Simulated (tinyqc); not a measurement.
## Dead time against afterpulsing

Afterpulse probability pap = pa (Cd Vx/q) exp(-td/tt) Pm, with Pm the trigger probability of a released carrier; largest rate 1/td; each true event gives 1/(1 - pap) counts.

Parameters, values chosen for the exercise:

| symbol | value | unit | meaning |
|---|---|---|---|
| Vx | 3.3 | V | excess bias |
| Cd | 16 | fF | diode capacitance |
| pa | 2e-7 |  | trapping probability per avalanche carrier |
| tt | 14 | ns | trap release time |

Constants: q = 1.602176634e-19 C. Results are converted to the units shown.

Pm = 0.702

Result of one run:
```
pap (%),largest rate (1e6/s),counts per event
3.331,217.4,1.034
```

Which dead time td gave this result: 2.8, 4.6, 52 or 84 ns?

td = 4.6 ns.

The whole series:
```
td (ns),pap (%),largest rate (1e6/s),counts per event
2.8,3.788,357.1,1.039
4.6,3.331,217.4,1.034
7.4,2.727,135.1,1.028
12,1.964,83.33,1.020
20,1.109,50.00,1.011
32,0.4706,31.25,1.005
52,0.1128,19.23,1.001
84,0.01147,11.90,1.000
```

The afterpulse probability falls from 3.79 to 0.0115 %, a factor of ten for every 32.2 ns, while the largest rate falls from 357 to 11.9 million a second.

tinyqc, about 0.01 s, one thread, Intel Xeon 2.30GHz (shared host): `OMP_NUM_THREADS=1 python tinyqc.py 2630055 2630056 out.jsonl`
